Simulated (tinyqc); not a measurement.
Delta-doped layer in the Thomas-Fermi potential, step by step. Values are carried at full precision from step to step, so a last printed digit may differ when a step is redone from the rounded ones.

All donors ionised in the plane z = 0, zero temperature, energies from the Fermi level EF of the Thomas-Fermi model, which lies at the bulk band edge; c = hbar^2/2m0, q = e^2/(4 pi eps0). gv = 4 equivalent valleys, m_d = sqrt(m3^3/mz) in the plane. With n = (gv/3 pi^2)(m3 (-V)/c)^(3/2) and V'' = -(4 pi q/eps) n for z > 0, the solution is V = -b/(|z| + z0)^4 with sqrt(b) = 20/K, K = (4 pi q/eps)(gv/3 pi^2)(m3/c)^(3/2), and z0^5 = 4b/(e F0), e F0 = 2 pi q N/eps; 1e13/cm^2 = 1e-3/angstrom^2. Exchange and correlation are left out.

Constants: hbar^2/2m0 = 3.80998211 eV angstrom^2; e^2/(4 pi eps0) = 14.39964547 eV angstrom.

Parameters, chosen for this exercise (near those of a delta-doped layer in Ge; shifted at random, so the results belong to these values and not to a real crystal):
- m3 = 0.225 m0 (density-of-states mass of a valley)
- mz = 0.124 m0 (mass along z)
- eps = 15.9 (dielectric constant)
- N = 1.3 x 1e13/cm^2 (donor sheet density)

## The Thomas-Fermi well

Give K, b, e F0, z0 and the depth b/z0^4.

K = 0.022064 eV^(-1/2) angstrom^-2
b = 8.2163e+05 eV angstrom^4
e F0 = 0.0073974 eV/angstrom
z0 = 53.65 angstrom
depth = 0.0992 eV

Half of the electrons lie within |z| < (2^(1/5) - 1) z0 = 8.0 angstrom. The mean donor spacing in the plane is 27.7 angstrom, against a Bohr radius 0.529177 eps/m3 = 37.4 angstrom: the spacing is not small against it, so the smeared sheet is a crude model.

## Profile

V = -b/(|z| + z0)^4, n and the share of electrons beyond |z|, (z0/(|z| + z0))^5, at z = 0, 0.1, 0.25, 0.5, 1 and 2 times z0; n = (eps/(4 pi q)) 20 b/(|z| + z0)^6, q = e^2/(4 pi eps0), 1/angstrom^3 = 1e24/cm^3.

Profile:
```
z (angstrom)   V (eV)  n (1e19/cm^3)  share beyond
0.0           -0.0992           6.06         1.000
5.4           -0.0678           3.42         0.621
13.4          -0.0406           1.59         0.328
26.8          -0.0196          0.532         0.132
53.6          -0.0062         0.0947         0.031
107.3         -0.0012        0.00831         0.004
```

## Subbands

Subbands solve -(c/m_z) psi'' + V psi = E psi on 1280 points of spacing z0/80; up to ten levels for each group, kept if bound with an rms width below 2.5 z0.

List the bound levels with their rms width.

Subbands:
```
label  valleys g  m_d (m0)   E (eV)  rms z (angstrom)
0              4    0.3031  -0.0282              28.1
```

## Filling the subbands

At zero temperature n_i = g m_d (mu - E_i)/(2 pi c) for E_i < mu, c = hbar^2/2m0; find mu from sum n_i = N (1e13/cm^2 = 1e-3/angstrom^2).

mu = -0.0025 eV

n_i in the order of the list (1e13/cm^2): 1.300

1 subband filled in part, the lowest with 100 % of the electrons. The potential was built for a Fermi level at 0; filling its quantised levels puts mu 2.5 % of the depth below that; with so few subbands the Thomas-Fermi picture is crude, and a close match would be chance.

## Estimate from a V-shaped well

Near z = 0 the well is -depth + e F0 |z|, whose levels are a (c (e F0)^2/m_z)^(1/3) with a = 1.018793 (even) and 2.338107 (odd); c = hbar^2/2m0, m_z = mz.

levels 0 and 1 (eV): 0.0219  0.1788

Level 0 comes out 50 meV too high, since screening flattens the true well away from the plane, and both levels land above the rim at 0.

## Checks

- Integral of the Thomas-Fermi density against N, 1e13/cm^2: both 1.300.
- Lowest level on a finer grid (z0/200), eV: both -0.028.

Program tinyqc; command `OMP_NUM_THREADS=1 python tinyqc.py 1280289 1280290 out.jsonl`; about 0.05 s on one thread of a shared Intel(R) Xeon(R) Processor @ 2.30GHz.
